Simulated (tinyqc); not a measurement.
Hubbard chain of 2 sites, step by step. Computed by tinyqc, a small Python program that keeps every step. Settings: hopping = 1.89, U = 10.0, mixing = 1, iteration cap = 57. Command: `OMP_NUM_THREADS=1 python tinyqc.py 30783 30784 out.jsonl` (the two numbers bound the seeds that draw the settings). One thread of a shared host (Intel(R) Xeon(R) Processor @ 2.60GHz), about 0.2 s of CPU time with the checks. Later iterations appear only in the table of the cycle.

## Mean-field iteration 1

one-body matrix (hopping and site energies) (eV):
```
           1          2
1   0.000000  -1.890000
2  -1.890000   0.000000
```

U = 10.000000 eV

electrons, up and down: 1  1

mixing = 1

n(up) at the start (a guess, not normalised): 1 0.950000, 2 0.050000

n(down) at the start (a guess): 1 0.050000, 2 0.950000

H(up) = T + U n(down), H(down) = T + U n(up); fill the lowest levels; n(new) = n + mixing (n(out) - n); E = tr T (rho up + rho down) + U sum n_up n_down of the output.

levels, up (eV): 0.119211  9.880789

levels, down (eV): 0.119211  9.880789

energy = -0.713994 eV

n(up) after iteration 1: 1 0.960991, 2 0.039009

n(down) after iteration 1: 1 0.039009, 2 0.960991

## Mean-field iteration 2

As before.

levels, up (eV): 0.017694  9.982306

levels, down (eV): 0.017694  9.982306

energy = -0.714411 eV

n(up) after iteration 2: 1 0.962628, 2 0.037372

n(down) after iteration 2: 1 0.037372, 2 0.962628

## Convergence

Each step fills the lowest levels of T + U n(other spin) and sets n(new) = n + mixing (n(out) - n); stop when output and input agree to 1e-8.

Course of the cycle:

| iteration | E (eV) | largest \|n(out) - n(in)\| | mean \|n_up - n_down\| |
|---|---|---|---|
| 1 | -0.71399381 | 1.10e-02 | 0.921982 |
| 2 | -0.71441099 | 1.64e-03 | 0.925256 |
| 3 | -0.71441982 | 2.35e-04 | 0.925727 |
| 4 | -0.71442000 | 3.37e-05 | 0.925794 |
| 5 | -0.71442000 | 4.81e-06 | 0.925804 |
| 6 | -0.71442000 | 6.87e-07 | 0.925805 |
| 7 | -0.71442000 | 9.82e-08 | 0.925806 |
| 8 | -0.71442000 | 1.40e-08 | 0.925806 |
| 9 | -0.71442000 | 2.00e-09 | 0.925806 |

local moments n_up - n_down: 1 0.925806, 2 -0.925806

Converged in 9 iterations. Before convergence this energy mixes input and output and is not variational, so it may rise towards its limit.

## The many-body Hamiltonian

Basis: all placements (u, d, 2, 0 on each site), up operators ordered before down ones; hops carry the sign of the same-spin electrons passed.

H (eV), lower triangle:
```
           20         ud         du         02
20  10.000000
ud  -1.890000   0.000000
du  -1.890000   0.000000   0.000000
02   0.000000  -1.890000  -1.890000  10.000000
```

## Exact diagonalisation (4 states)

Lowest levels of the sector, and the double occupancy of the lowest state.

lowest levels (eV): -1.268046  0.000000  10.000000  11.268046

double occupancy per site = 0.050576

The mean-field solution above lies 0.5536 eV above the exact energy.
